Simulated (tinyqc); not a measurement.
Domain walls in a thin film with perpendicular anisotropy: Bloch, Neel and chiral walls, motion and stripe domains: one step, computed by the program tinyqc.

One-dimensional wall: polar angle theta(x), azimuth phi of the moment in the wall (phi = 0 Neel, 90 degrees Bloch). mu_0 = 1.25663706212e-6 T m/A, gamma = 1.76085963023e11 rad/(s T).

Task: Stripe domains. Dipolar length l = sigma/(mu_0 M_s^2); for t much smaller than the period the domain width is w = 0.955 t exp(pi l/t) (Kaplan and Gehring), given as log10 of w in nm.

Inputs (values chosen for the exercise, for a model film): saturation magnetisation M_s = 867 kA/m; thickness t = 2.8 nm.

wall energy sigma = 6.667217 mJ/m^2

Give: dipolar length l; log10 of the domain width in nm.

Result:

dipolar length l = 7.0582 nm

log10 of the domain width in nm = 3.8665

Equilibrium domains are about 7400 nm wide.
